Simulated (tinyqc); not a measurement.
Tunnelling through a gate dielectric, WKB transmission and Tsu-Esaki current: effect of the tunnelling mass m1.

Electrons leave the emitter at x = 0. Energies E (motion across the layers) are in eV from the emitter Fermi level; the collector Fermi level lies at -V and offers states at every E. No charge in the dielectric and no image force: F1 = V/t1, U = phi1 - F1 x. With C = hbar^2/(2 m0), kappa = sqrt(m (U - E)/C) where U > E and 0 elsewhere; T(E) = exp(-S), S = 2 times the integral of kappa over x.

Each layer adds (2/F) sqrt(m/C) [G(u at its left edge) - G(u at its right edge)] to S, with u = U - E (0 where negative) and G(u) = (2/3) u^1.5. J = J0 times the integral of T(E) N(E) dE, N = ln[(1 + exp(-E/Vt))/(1 + exp((-E - V)/Vt))], J0 = q^2 me m0 kB T/(2 pi^2 hbar^3) (times 1e-4 for A/cm^2 per eV), from E = -Ef to far above the barrier (T = 1 there), by quadrature converged to the digits shown.

Inputs (values chosen for the exercise); dielectric values close to those of aluminium oxide:

| symbol | value | unit | meaning |
|---|---|---|---|
| T | 300 | K | temperature |
| Ef | 0.17 | eV | Fermi energy of the emitter above its band bottom |
| me | 0.92 | m0 | emitter mass in the supply function |
| phi1 | 2.49 | eV | barrier of layer 1 above the emitter Fermi level at zero bias |
| t1 | 3.1 | nm | thickness of layer 1 |
| V | 1.3 | V | voltage across the dielectric |

Constants: q = 1.602176634e-19 C, kB = 1.380649e-23 J/K, hbar = 1.054571817e-34 J s, m0 = 9.1093837015e-31 kg, Vt = kB T/q, hbar^2/(2 m0) = 0.0380998212 eV nm^2. Results are converted to the units shown.

Effect of the tunnelling mass m1:

| m1 (m0) | S at E = 0 | T(E = 0) | J (A/cm^2) | mean E of the current (eV) |
|---|---|---|---|---|
| 0.12 | 14.85 | 3.568e-7 | 55.08 | -0.09446 |
| 0.15 | 16.60 | 6.186e-8 | 9.131 | -0.09304 |
| 0.2 | 19.17 | 4.745e-9 | 0.6567 | -0.09089 |
| 0.25 | 21.43 | 4.941e-10 | 0.06468 | -0.08895 |
| 0.31 | 23.86 | 4.335e-11 | 0.005354 | -0.08680 |
| 0.4 | 27.10 | 1.692e-12 | 1.938e-4 | -0.08382 |
| 0.5 | 30.30 | 6.903e-14 | 7.357e-6 | -0.08077 |
| 0.63 | 34.02 | 1.686e-15 | 1.659e-7 | -0.07708 |

J falls from 55.1 to 1.66e-7 A/cm^2. S goes as m1^(0.50): kappa is proportional to the square root of the mass.

Numbers from tinyqc (`OMP_NUM_THREADS=1 python tinyqc.py 2540077 2540078 out.jsonl`; about 0.01 s on one thread of a shared Intel Xeon 2.30GHz).
